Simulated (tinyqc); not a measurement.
A particle near a wafer in liquid: double-layer and van der Waals forces (DLVO), deposition barrier and removal: one step, computed by the program tinyqc. Command: `OMP_NUM_THREADS=1 python tinyqc.py 3111895 3111896 out.jsonl dlvo walk`. One thread of a shared host (Intel(R) Xeon(R) Processor @ 2.30GHz), about 0.01 s of CPU time with the checks.

Sphere and flat wall, Derjaguin approximation, constant potentials in the linear-superposition form, no retardation and no hydration force.

Task: Barrier and secondary minimum. U(h) = Z R exp(-kappa h) - A R/(6 h); F(h) = -dU/dh = kappa Z R exp(-kappa h) - A R/(6 h^2), positive for repulsion. F = 0 reads x^2 exp(-x) = y with x = kappa h and y = A kappa/(6 Z); the left side peaks at x = 2 with 4/e^2 = 0.5413, so roots exist for smaller y: x < 2 is the barrier, x > 2 the secondary minimum.

Inputs (values chosen for the exercise, of the order of those for silica on copper in water): particle radius R = 400 nm; Hamaker constant A = 2.7e-20 J; temperature T = 298 K.

kappa = 0.04414230 1/nm

Z = 8.465925 pN

Constants: k_B = 1.380649e-23 J/K.

Give: y; position of the barrier; barrier height; position of the secondary minimum; energy at the secondary minimum.

Result:

y = 0.02346

position of the barrier = 3.771 nm

barrier height = 580.8 k_B T

position of the secondary minimum = 178.5 nm

energy at the secondary minimum = -2.139 k_B T

A barrier above 15 k_B T practically stops deposition. The secondary minimum is deep enough to hold particles loosely.
